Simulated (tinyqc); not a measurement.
# Capacitances against the distance to each plane

Endless row of lines of width wl, height tl and space sl between grounded planes at distance hd; e2 fills the gaps beside the lines, e1 the rest. Laplace's equation is solved on meshes of 3, 6 and 12 steps per unit u and extrapolated (Aitken), which is good to about 0.2 %. C_even (all lines at 1 V) is the capacitance Cg to the planes; C_odd (neighbours in antiphase) = Cg + 4 Cc if only nearest neighbours couple, which defines Cc; total with quiet neighbours Cg + 2 Cc. Plate values 2 eps0 e1 wl/hd and eps0 e2 tl/sl.

Values chosen for this exercise:
```
symbol  value  unit                                          meaning
e1        4.2        relative permittivity above and below the lines
e2        2.7                relative permittivity between the lines
wl          6     u                           line width, in units u
tl         10     u                                      line height
sl          6     u                              space between lines
```

Constants: eps0 = 8.8541878128e-12 F/m. Results are converted to the units shown.

The same in every row: plate Cc (aF/um) = 39.8.

Capacitances against the distance to each plane:
```
hd (u)	Cg (aF/um)	Cc (aF/um)	Cg + 2 Cc (aF/um)	C_odd (aF/um)	plate Cg (aF/um)	share of coupling, 2 Cc/(Cg + 2 Cc) (%)
2	345	30.1	406	466	223	14.9
3	246	35.6	317	389	149	22.4
4	192	40.4	273	354	112	29.6
5	158	44.6	247	337	89.3	36.1
6	134	48.2	231	327	74.4	41.8
8	103	53.8	211	318	55.8	51.0
10	83.8	57.9	200	316	44.6	58.0
```

As hd goes from 2 to 10, Cg falls from 345 to 83.8 aF/um, Cc rises from 30.1 to 57.9 aF/um and the share of coupling rises from 14.9 to 58.0 %. Cg is 1.55 times its plate value in the first row and 1.88 times in the last; for Cc the ratios are 0.756 and 1.45. Neighbours in antiphase raise the load by a factor of 1.15 and 1.58 over quiet ones. For hd = 10 the planes are farther than 0.8 of the pitch, so second neighbours couple too and Cg + 2 Cc understates the quiet load by a per cent or more.

Numbers from tinyqc (`OMP_NUM_THREADS=1 python tinyqc.py 2790126 2790127 out.jsonl`; about 0.7 s on one thread of a shared Intel Xeon 2.30GHz).
